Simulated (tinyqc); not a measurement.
From results back to parameters: thin-film optics by transfer matrices. Two cases, with inputs chosen for the exercise.

Problem. A bare substrate in air: with rho = tan(Psi) exp(i Delta), Delta = 180 degrees at small angles on a dielectric, conj(eps) = sin^2(theta) [1 + tan^2(theta) ((1 - rho)/(1 + rho))^2], and n + i k = sqrt(eps).

Find: rho; eps; n; k.

Method. Form rho, insert it, conjugate, and take the root with k >= 0.

Case 1.

Values chosen (out of a larger set: indices near those of resist, SiO2 on Si; not measured data): lam = 633 nm (vacuum wavelength); theta_e = 70 degrees (angle of the ellipsometer).

Psi = 10.7765 degrees
Delta = 179.1731 degrees

Solution.

rho = -0.1903+0.0027i
eps = 15.29+0.16i
n = 3.910
k = 0.021

Case 2.

Values chosen (out of a larger set: indices near those of resist, SiO2 on Si; not measured data): lam = 365 nm (vacuum wavelength); theta_e = 75 degrees (angle of the ellipsometer).

Psi = 21.2277 degrees
Delta = 151.9869 degrees

Solution.

rho = -0.3429+0.1824i
eps = 36.26+37.24i
n = 6.642
k = 2.803

Computed by tinyqc, one run a case: `OMP_NUM_THREADS=1 python tinyqc.py N N+1 out.jsonl` with N = 1651342, 1651376; one thread of a shared Intel(R) Xeon(R) Processor @ 2.30GHz, about 0.01 s a run at most.
